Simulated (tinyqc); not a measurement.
Isotherms: adsorption as a lattice gas: isotherms with interactions, competition, desorption peaks and saturation dose. Computed by tinyqc, a small Python program. Command: `OMP_NUM_THREADS=1 python tinyqc.py 3022052 3022053 out.jsonl adsorb walk`. One thread of a shared host (Intel(R) Xeon(R) Processor @ 2.30GHz), about 0.2 s of CPU time with the checks.

One adsorbate per site; a molecule needs 2 empty sites. Gas and surface have the same temperature.

Inputs (values chosen for the exercise, for a model surface): desorption energy E = 0.817 eV; prefactor nu = 4.2e+14 1/s; pair energy w (positive repels) = -0.021 eV; neighbours z = 4; site density N_s = 6.1 1/nm^2; molecular mass M = 23.5 u; sticking coefficient s0 = 0.17; temperature T = 277 K; pressure p = 0.0048 Pa; blocking by a second gas, K_B p_B = 0.89.

Adsorption: dissociative (second order).

Constants: u = 1.6605390666e-27 kg; k_B = 1.380649e-23 J/K; k_B = 8.617333262e-05 eV/K.

Method. Flux F = p/sqrt(2 pi M k_B T); k_d = nu exp(-E/(k_B T)); 2 s0 F (1 - theta)^2 = N_s k_d theta^2, so y = sqrt(2 s0 F/(N_s k_d)), theta = y/(1 + y). With a second gas on the same sites theta = y/(1 + y + K_B p_B). With u = w/(k_B T). Mean field: theta/(1 - theta) = y exp(-z u theta). Quasi-chemical: theta/(1 - theta) = y [(r - 1 + 2 theta)(1 - theta)/((r + 1 - 2 theta) theta)]^(-z/2) exp(-z u/2), r = sqrt(1 - 4 theta (1 - theta)(1 - exp(-u))).

u = -0.879765

Coverage; the first column is ln y - z u/2:
```
ln y - z u/2  no interaction  mean field  quasi-chemical
-5.0                 0.00116     0.00116         0.00117
-3.0                 0.00850     0.00876         0.00892
-2.0                 0.02276     0.02479         0.02609
-1.0                 0.05955     0.07655         0.08866
-0.5                 0.09453     0.15068         0.19232
0.0                  0.14685     0.50000         0.50000
0.5                  0.22105     0.84932         0.80768
1.0                  0.31875     0.92345         0.91134
2.0                  0.55983     0.97521         0.97391
3.0                  0.77565     0.99124         0.99108
5.0                  0.96233     0.99884         0.99883
```

What does the comparison show, and why?

At half coverage the slope d theta/d ln y is 1/4 without interaction, 1/(4 + z u) = 2.079 in mean field and 0.867 in the pair theory, 1/[4 + 2 z (exp(u/2) - 1)]. Attraction steepens the filling towards a step; the two theories differ by at most 0.042 in these rows.
